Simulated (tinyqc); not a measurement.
From results back to parameters: overlap of hydrogenic dopants: pairs, impurity band and the Mott density. Five cases, with inputs chosen for the exercise.

Problem. Ry* = Ry m/eps^2, aB = a0 eps/m, and the Mott density is (0.26/aB)^3 (1/angstrom^3 = 1e24/cm^3). Binding energy and critical density come from a hidden mass and dielectric constant.

Constants: Ry = 13.60569312 eV; a0 (Bohr radius) = 0.5291772105 angstrom.

Case 1.

binding energy = 33.35094 meV
critical density = 2.520660e+18 1/cm^3

Case 2.

binding energy = 57.89015 meV
critical density = 7.833205e+18 1/cm^3

Case 3.

binding energy = 41.97446 meV
critical density = 5.296679e+18 1/cm^3

Case 4.

binding energy = 5.61508 meV
critical density = 3.677511e+16 1/cm^3

Case 5.

binding energy = 26.36103 meV
critical density = 1.490684e+18 1/cm^3

Find: aB; eps; m.

Solution. aB = 0.26/n^(1/3); the product Ry* aB = Ry a0/eps gives eps, and m = a0 eps/aB.

Case 1.

aB = 19.10 angstrom
eps = 11.30
m = 0.313 m0

Case 2.

aB = 13.09 angstrom
eps = 9.50
m = 0.384 m0

Case 3.

aB = 14.92 angstrom
eps = 11.50
m = 0.408 m0

Case 4.

aB = 78.18 angstrom
eps = 16.40
m = 0.111 m0

Case 5.

aB = 22.76 angstrom
eps = 12.00
m = 0.279 m0

Computed by tinyqc, one run a case: `OMP_NUM_THREADS=1 python tinyqc.py N N+1 out.jsonl` with N = 1450066, 1450157, 1450179, 1450186, 1450307; one thread of a shared Intel(R) Xeon(R) Processor @ 2.30GHz, about 0.01 s a run at most.
